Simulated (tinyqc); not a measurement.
# Worked calculation: off-state leakage of single and stacked transistors

Numbers from tinyqc (`OMP_NUM_THREADS=1 python tinyqc.py 2242117 2242118 out.jsonl`; about 0.04 s on one thread of a shared Intel Xeon 2.30GHz). Printed values are rounded.

n-channel devices of unit width. Subthreshold current I(Vg, Vs, Vd) = I0 (T/300 K)^0.5 exp[(Vg - Vs - VT(T) - gb (Vs - Vb) + dd (Vd - Vs))/(nf Vt)] (1 - exp(-(Vd - Vs)/Vt)), VT(T) = VT - cT (T - 300 K). Gate-edge tunnelling Ig (Vd/1 V) exp(ag (Vd - 1 V)), for a gate at 0 V, and band-to-band leakage Ab u exp(-Bb/u), u = Vd - Vb + 1 V, flow at a drain held at V; both are taken as independent of T. In a stack of off transistors (all gates at 0 V) the same subthreshold current passes through each.

Values chosen for this exercise; values of the order met in bulk silicon logic transistors:
- T = 398 K (temperature)
- V = 1.1 V (supply voltage)
- VT = 0.34 V (threshold at 300 K, zero drain and body bias)
- cT = 0.6 mV/K (fall of the threshold with temperature)
- I0 = 0.62 uA/um (current at threshold at 300 K)
- nf = 1.17 (slope factor)
- dd = 0.09 (drain-induced lowering per volt)
- gb = 0.08 (rise of the threshold per volt of source-body bias)
- Ig = 7e-5 uA/um (gate-edge tunnelling current at 1 V)
- ag = 5.8 1/V (exponential slope of the gate current)
- Ab = 10 uA/(um V) (prefactor of band-to-band leakage at the drain)
- Bb = 29 V (its exponential voltage)
- Vb = 0 V (body voltage)

Constants: q = 1.602176634e-19 C, kB = 1.380649e-23 J/K, Vt = kB T/q. Results are converted to the units shown.

## Leakage of one transistor

Vg = Vs = 0, Vd = V; effective threshold VT(T) - gb Vb - dd V.

effective threshold = 0.1822 V
parts (nA/um): subthreshold 7.618079, gate edge 0.1375250, band-to-band 0.02112610
total = 7.776730 nA/um
shares (%): subthreshold 97.95993, gate edge 1.768416, band-to-band 0.2716579

The subthreshold part is the largest.

## Starting value

Vx = dd V/(1 + gb + 2 dd), the solution for Vx well above Vt, rounded to three decimals.

Vx at the start = 0.079 V

## Iteration 1: new Vx

Stack of two, Vx the node between them: I_low = I(0, 0, Vx), I_up = I(0, Vx, V), f = ln(I_up/I_low), f' = -(1 + gb + 2 dd)/(nf Vt) - 1/(Vt (exp(Vx/Vt) - 1)) - 1/(Vt (exp((V - Vx)/Vt) - 1)), Vx(new) = Vx - f/f'.

I_low = 0.6944070 nA/um
I_up = 0.7611802 nA/um
f = 0.09181186
f' = -34.63664 1/V
Vx after iteration 1 = 0.08165071 V

## Iteration 2: new Vx

As before.

I_low = 0.7043152 nA/um
I_up = 0.7045667 nA/um
f = 3.570649e-4
f' = -34.37138 1/V
Vx after iteration 2 = 0.08166110 V

## Course of the iteration

Stop when the step is below 1e-11 V, or after 40 iterations.

Course of the iteration:
```
iteration  Vx before the step (V)  step (V)
1                           0.079   2.65e-3
2                      0.08165071   1.04e-5
3                      0.08166110  1.50e-10
4                      0.08166110   < 1e-15
```

Converged in 4 iterations. The subthreshold current of the stack is 0.7044 nA/um, 10.8 times less than that of one transistor (the drain leakage is unchanged); the estimate exp[dd V (1 + gb + dd)/((1 + gb + 2 dd) nf Vt)] gives 9.88.
